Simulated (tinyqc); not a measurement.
# Quantum point contact as a saddle point: what changes with what

Potential V0 - m wx^2 x^2/2 + m wy^2 y^2/2; energies are counted from V0. Mode n = 0, 1, ... transmits T_n(E) = 1/(1 + exp(-2 pi (E - E_n)/wx)), E_n = wy (n + 1/2); each mode carries 2 q^2/h.

Values chosen for this exercise:
- T = 1 K (temperature)
- wy = 2.5 meV (transverse quantum hbar wy)
- wx = 2.2 meV (curvature of the barrier hbar wx)
- mu = 3.15 meV (Fermi level above the saddle point)

Constants: q = 1.602176634e-19 C, kB = 1.380649e-23 J/K, Vt = kB T/q. Results are converted to the units shown.

Each table varies one quantity; the others keep the values above.

## Differential conductance at finite bias

g(T) = int g(E) (-df/dE) dE = int g(mu + x kB T) dx/(4 cosh^2(x/2)), g(E) the zero-temperature value at E, g = G/(2 q^2/h). With the bias V split evenly and the saddle held fixed, dI/dV = [g(mu + V/2) + g(mu - V/2)]/2, each thermally averaged.

Differential conductance at finite bias:

| V (mV) | g(mu + V/2) | g(mu - V/2) | dI/dV |
|---|---|---|---|
| 0 | 1.157 | 1.157 | 1.157 |
| 0.5 | 1.275 | 1.078 | 1.176 |
| 1 | 1.432 | 1.025 | 1.229 |
| 1.5 | 1.602 | 0.9833 | 1.293 |
| 2 | 1.752 | 0.9346 | 1.343 |
| 2.5 | 1.862 | 0.8622 | 1.362 |
| 3 | 1.934 | 0.7521 | 1.343 |
| 3.5 | 1.983 | 0.6024 | 1.293 |
| 4 | 2.025 | 0.4328 | 1.229 |
| 4.5 | 2.078 | 0.2776 | 1.178 |
| 5 | 2.157 | 0.1615 | 1.159 |
| 5.5 | 2.275 | 0.08740 | 1.181 |

Read the table: what changes, and by how much?

dI/dV moves up and down between 1.16 and 1.36 in units of 2 q^2/h. Right-movers gain modes (1.16 to 2.28) while left-movers lose them (1.16 to 0.0874).

## Conductance steps

Same model as above.

Results:

| mu (meV) | g at T = 0 | g(T) | dg/dmu (1/meV) |
|---|---|---|---|
| 0 | 0.02741 | 0.03003 | 0.08261 |
| 0.62 | 0.1421 | 0.1505 | 0.3557 |
| 1.25 | 0.5008 | 0.5009 | 0.6849 |
| 1.88 | 0.8628 | 0.8549 | 0.3703 |
| 2.5 | 1.000 | 1.000 | 0.1652 |
| 3.12 | 1.137 | 1.145 | 0.3707 |
| 4.38 | 1.863 | 1.855 | 0.3707 |
| 5 | 2.000 | 2.000 | 0.1652 |
| 5.62 | 2.137 | 2.145 | 0.3707 |
| 6.25 | 2.500 | 2.500 | 0.6874 |
| 6.88 | 2.863 | 2.855 | 0.3707 |
| 7.5 | 3.000 | 3.000 | 0.1652 |
| 8.12 | 3.137 | 3.145 | 0.3707 |
| 8.75 | 3.500 | 3.500 | 0.6874 |

Estimate the missing row, mu = 3.75 meV.

Computed row:

| mu (meV) | g at T = 0 | g(T) | dg/dmu (1/meV) |
|---|---|---|---|
| 3.75 | 1.500 | 1.500 | 0.6874 |

With this row back in the table: g rises from 0.0300 to 3.50. The slope is smallest, 0.165 per meV, at mu = 2.5 meV (g = 1.00) and largest, 0.687, at 8.75 meV among the rows after the first. A riser is wx/(2 pi) = 0.350 meV wide by tunnelling and kB T = 0.0862 meV by heat, against the spacing wy = 2.5 meV.

Computed by the program tinyqc: `OMP_NUM_THREADS=1 python tinyqc.py 2740022 2740023 out.jsonl`, one thread of a shared Intel Xeon 2.30GHz, about 0.03 s for the whole run.
